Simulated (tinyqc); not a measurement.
Diameter from the threshold shift.

Problem. Undoped body with a flat potential across it, hard walls, transport along x. One isotropic valley (g = 1, mx = my = mz = me). Non-parabolicity enters the subband edges through E (1 + al E) = gamma, so E = 2 gamma/(1 + sqrt(1 + 4 al gamma)); motion within a subband is taken as parabolic with the band-edge mass. Energies are counted from the bulk band edge. gamma = C (2 z/(t + dl))^2 (1/my + 1/mz)/2, z the zeros of the Bessel functions J_l (2.404826, 3.831706, 5.135622, 5.520078, ...), twofold for l > 0; the mean inverse mass is an approximation for anisotropic valleys, C = hbar^2/(2 m0). Each subband has N_k = g sqrt(2 mx m0 kB T/(pi hbar^2)); without degeneracy n = exp(EF/Vt) sum N_k exp(-E_k/Vt). Classical value Nc times pi t^2/4, Nc = sum over valleys of 2 g (m m0 kB T/(2 pi hbar^2))^1.5 with m = (mx my mz)^(1/3). Threshold shift dVT = Vt ln(classical value/sum N_k exp(-E_k/Vt)). Find t and the lowest subband edge.

Parameters, values chosen for the exercise; masses close to those of In0.53Ga0.47As:
```
symbol,value,unit,meaning
T,77,K,temperature
me,0.0411,m0,mass at the band edge
al,1.3,1/eV,non-parabolicity
dl,0,nm,widening of the box by penetration into the insulator
```

Constants: q = 1.602176634e-19 C, kB = 1.380649e-23 J/K, hbar = 1.054571817e-34 J s, m0 = 9.1093837015e-31 kg, Vt = kB T/q, hbar^2/(2 m0) = 0.0380998212 eV nm^2. Results are converted to the units shown.

dVT = 120.77510 mV

Solution. dVT is evaluated for trial values of t with all subbands; between 1.5 and 25 nm one value matches.

t = 11.4 nm
E_1 = 140 meV

tinyqc, about 0.1 s, one thread, Intel Xeon 2.30GHz (shared host): `OMP_NUM_THREADS=1 python tinyqc.py 2350012 2350013 out.jsonl`
